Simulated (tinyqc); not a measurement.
# Electron continuity equation in a given potential, Scharfetter-Gummel discretisation, step by step

Program tinyqc, `OMP_NUM_THREADS=1 python tinyqc.py 2220051 2220052 out.jsonl`; Intel Xeon 2.30GHz, shared host, one thread, about 0.01 s. Printed values are rounded.

Steady state in one dimension: J = q mu n E + q D dn/dx with E = -dpsi/dx and D = mu Vt, dJ/dx = 0, fixed densities nL and nR at the ends. The potential is given, psi = 0 for x < L/2 and U (2 x/L - 1) beyond, and is not changed by the electrons.

Inputs (values chosen for the exercise); mobility close to that of gallium arsenide at room temperature:
```
symbol,value,unit,meaning
T,300,K,temperature
mu,8140,cm^2/(V s),electron mobility
L,0.63,um,length of the region
nL,5.6e15,cm^-3,density at x = 0
nR,0,cm^-3,density at x = L
U,1.2,V,potential difference psi(L) - psi(0)
```

Constants: q = 1.602176634e-19 C, kB = 1.380649e-23 J/K, Vt = kB T/q. Results are converted to the units shown.

Range of the model: The drift velocity mu E exceeds 1e7 cm/s somewhere, where real mobilities no longer stay constant.

## Potential on the mesh

12 equal intervals, h = L/12; psi = 0 for x < L/2 and U (2 x/L - 1) beyond.

```
node,psi (V)
0,0.000000
1,0.000000
2,0.000000
3,0.000000
4,0.000000
5,0.000000
6,0.000000
7,0.200000
8,0.400000
9,0.600000
10,0.800000
11,1.000000
12,1.200000
```

## Bernoulli factors

d_i = (psi_(i+1) - psi_i)/Vt; B(d) = d/(exp(d) - 1), B(0) = 1. The flux on interval i is J_i = (q D/h) [n_(i+1) B(d_i) - n_i B(-d_i)].

```
interval,d_i,B(d_i),B(-d_i)
0,0.000000,1,1
1,0.000000,1,1
2,0.000000,1,1
3,0.000000,1,1
4,0.000000,1,1
5,0.000000,1,1
6,7.736345,0.003379663,7.739725
7,7.736345,0.003379663,7.739725
8,7.736345,0.003379663,7.739725
9,7.736345,0.003379663,7.739725
10,7.736345,0.003379663,7.739725
11,7.736345,0.003379663,7.739725
```

The largest |d_i| is 7.74, above 2, where central differences lose the sign pattern that keeps densities positive.

## Tridiagonal system for the inner nodes

Row i (1 to 11): B(-d_(i-1)) n_(i-1) + b_i n_i + B(d_i) n_(i+1) = f_i with b_i = -B(-d_i) - B(d_(i-1)) and f_i = 0; the known end values are moved to the right: f_1 loses B(-d_0) nL and f_11 loses B(d_11) nR. h = L/12, D = mu Vt.

```
node,diagonal b,right side f (cm^-3)
1,-2,-5.6e15
2,-2,0
3,-2,0
4,-2,0
5,-2,0
6,-8.739725,0
7,-7.743105,0
8,-7.743105,0
9,-7.743105,0
10,-7.743105,0
11,-7.743105,0
```

## Densities and current

B(d_i) and B(-d_i) are the Bernoulli factors of the potential steps, b and f the diagonal and right side. Solve B(-d_(i-1)) n_(i-1) + b_i n_i + B(d_i) n_(i+1) = f_i (end values already in f), then J_i = (q D/h) [n_(i+1) B(d_i) - n_i B(-d_i)], h = L/12, D = mu Vt.

```
node,n (cm^-3)
0,5.6e15
1,4.686350e15
2,3.772699e15
3,2.859049e15
4,1.945399e15
5,1.031749e15
6,1.180984e14
7,1.180984e14
8,1.180984e14
9,1.180984e14
10,1.180984e14
11,1.180469e14
12,0
```

```
interval,J (A/cm^2)
0,-5867.453
1,-5867.453
2,-5867.453
3,-5867.453
4,-5867.453
5,-5867.453
6,-5867.453
7,-5867.453
8,-5867.453
9,-5867.453
10,-5867.453
11,-5867.453
```

Without sources J is the same on every interval. A mesh 200 times finer gives the same densities: for a potential that is linear on each interval and no sources the scheme is exact.
